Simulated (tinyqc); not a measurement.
Worked calculation: UHF in the sto-3g basis, for H4+, spin multiplicity 2. This run ends on a higher stationary point, not on the lowest solution. One step of it, computed by the program tinyqc.

Task: Orthogonalisation. S = U s U^T; symmetric (Loewdin) form X = U s^(-1/2) U^T, so that X^T S X = 1.

overlap S, lower triangle:
```
          1H 1s     2H 1s     3H 1s     4H 1s
1H 1s  1.000000
2H 1s  0.409599  1.000000
3H 1s  0.085524  0.051161  1.000000
4H 1s  0.051161  0.085524  0.409599  1.000000
```

Give: eigenvalues of S; X.

Result:

eigenvalues of S: 0.556  0.625  1.273  1.546

X, lower triangle:
```
        1H 1s   2H 1s   3H 1s  4H 1s
1H 1s   1.074
2H 1s  -0.229   1.074
3H 1s  -0.040  -0.002   1.074
4H 1s  -0.002  -0.040  -0.229  1.074
```
